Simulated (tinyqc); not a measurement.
Electron mobility in a silicon inversion layer, empirical terms and Matthiessen rule: effect of the temperature.

Inversion layer of sheet density Ns on a uniformly doped body, under a high-permittivity gate with an interlayer. The mobility terms are empirical power laws with prefactors chosen for the exercise; adding their inverses (Matthiessen) is itself an approximation.

Nc and Nv are given at 300 K and scale as (T/300 K)^1.5; Eg is fixed. ni = sqrt(Nc Nv) exp(-Eg/(2 Vt)), Eg in volts; Ndep = sqrt(2 eps0 eps_r Nb (2 Vt ln(Nb/ni) + Vsb)/q); E = q (Ndep + eta Ns)/(eps0 eps_r), in MV/cm. With t = T/(300 K): muC = Ac (Ns/1e12 cm^-2) t/(Nb/1e17 cm^-3 + Nit/1e11 cm^-2), muP = Ap E^(-1/3) t^(-1.75), muS = As E^(-gs), muR = Ar exp(2 ti/lr)/t; 1/mu is the sum of the inverses.

Values chosen for this exercise; material values close to those of silicon:
- Eg = 1.11 eV (band gap)
- eps_r = 11.5 (relative permittivity of the semiconductor)
- Nc = 2.82e19 cm^-3 (conduction-band density of states at the reference temperature)
- Nv = 2.62e19 cm^-3 (valence-band density of states at the reference temperature)
- Nb = 2.2e18 cm^-3 (body doping)
- Vsb = 0.3 V (reverse body bias)
- eta = 0.5 (weight of the inversion charge in the effective field)
- Ap = 469 cm^2/(V s) (phonon-limited mobility at 1 MV/cm and 300 K)
- As = 1250 cm^2/(V s) (roughness-limited mobility at 1 MV/cm)
- gs = 2 (exponent of the roughness term)
- Ac = 2800 cm^2/(V s) (Coulomb prefactor)
- Nit = 1.9e10 cm^-2 (charge at the interface)
- Ar = 400 cm^2/(V s) (remote-phonon mobility without interlayer)
- ti = 1 nm (interlayer thickness)
- lr = 0.9 nm (decay length of remote phonons)
- Ns = 2.9e12 cm^-2 (inversion density)

Constants: q = 1.602176634e-19 C, kB = 1.380649e-23 J/K, Vt = kB T/q, eps0 = 8.8541878128e-14 F/cm where lengths are in cm. Results are converted to the units shown.

Result of one run:
```
T (K)  E (MV/cm)  muC (cm^2/(V s))  muP (cm^2/(V s))  muS (cm^2/(V s))  muR (cm^2/(V s))  mu (cm^2/(V s))
160        1.201             195.2              1326             866.8              6921            139.3
```

What becomes of these results when the temperature T is changed from 160 to 120 K, all else the same?

Result of the changed run:
```
T (K)  E (MV/cm)  muC (cm^2/(V s))  muP (cm^2/(V s))  muS (cm^2/(V s))  muR (cm^2/(V s))  mu (cm^2/(V s))
120        1.208             146.4              2189             856.8              9228            116.8
```

The whole series:
```
T (K)  E (MV/cm)  muC (cm^2/(V s))  muP (cm^2/(V s))  muS (cm^2/(V s))  muR (cm^2/(V s))  mu (cm^2/(V s))
120        1.208             146.4              2189             856.8              9228            116.8
160        1.201             195.2              1326             866.8              6921            139.3
200        1.193             244.0             899.1             878.4              5537            153.1
250        1.182             304.9             610.3             895.1              4429            159.7
300        1.170             365.9             445.1             913.9              3691            157.6
350        1.156             426.9             341.2             934.8              3164            150.2
400        1.142             487.9             271.2             958.0              2768            140.0
450        1.127             548.9             221.6             983.5              2461            128.9
```

As T goes from 120 to 450 K, E falls from 1.21 to 1.13 MV/cm and mu goes from 117 through a maximum of 160 (at T = 250 K among the rows listed) to 129 cm^2/(V s). The smallest term is the Coulomb one in the first row and the phonon one in the last. Coulomb scattering weakens and phonon scattering grows with T, hence the maximum. For T = 120 to 160 K dopant freeze-out and degenerate screening, left out here, matter.

Numbers from tinyqc (`OMP_NUM_THREADS=1 python tinyqc.py 2510081 2510082 out.jsonl`; about 0.01 s on one thread of a shared Intel Xeon 2.30GHz).
